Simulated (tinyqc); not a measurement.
CMOS inverter, nodal equation and switching: two steps of the calculation.

An n-channel pull-down (bn, VTn) and a p-channel pull-up (bp, VTp) share the input Vin and the output node Vout, which carries the load C. Transistor (EKV form, voltages against the body): I = 2 n b Vt^2 [F(vp - Vs) - F(vp - Vd)] from drain to source, F(v) = ln^2(1 + exp(v/(2 Vt))), vp = (Vg - VT + sg |Vd - Vs|)/n. n-channel bodies are at 0; for the p-channel device all voltages are counted down from Vdd. b in uA/V^2 gives I in uA. Static: In = Ip. Transient: C dVout/dt = Ip - In. No velocity saturation, no gate capacitance beyond C.

Parameters, values chosen for the exercise:
- T = 273 K (temperature)
- Vdd = 0.5 V (supply voltage)
- n = 1.36 (slope factor)
- sg = 0.112 (drain-induced barrier lowering)
- VTn = 0.27 V (n-channel threshold)
- VTp = 0.4 V (p-channel threshold (magnitude))
- bn = 180 uA/V^2 (gain factor of the pull-down transistor)
- bp = 230 uA/V^2 (gain factor of the pull-up transistor)
- C = 0.4 fF (load capacitance)
- Vin = 0.28 V (input voltage)

Constants: q = 1.602176634e-19 C, kB = 1.380649e-23 J/K, Vt = kB T/q. Results are converted to the units shown.

Problem 1. Output voltage by Newton steps. f = In - Ip at (Vin, Vout); G = df/dVout by a central difference with +/- 1e-6 V; Vout(new) = Vout - f/G.

Vout at the start = 0.25 V

Find: In; Ip; G; Vout after iteration 1.

Solution 1.

In = 0.28942 uA
Ip = 0.0027365 uA
G = 0.64158 uS
Vout after iteration 1 = -0.19683 V

This step lands outside the rails.

Problem 2. Delays and energy. For a step input the delay to Vdd/2 is tHL = C times the integral of dV/(In - Ip) from Vdd/2 to Vdd at Vin = Vdd, and tLH likewise with Ip - In from 0 to Vdd/2 at Vin = 0. Energy drawn for one full cycle of the output: C Vdd^2. Leakage power: Vdd times the mean of the supply currents at Vin = 0 and Vdd.

Find: tHL; tLH; energy; leakage power.

Solution 2.

tHL = 20.35 ps
tLH = 53.91 ps
energy = 0.1000 fJ
leakage power = 0.08329 nW

tinyqc, about 0.03 s, one thread, Intel Xeon 2.30GHz (shared host): `OMP_NUM_THREADS=1 python tinyqc.py 2340052 2340053 out.jsonl`
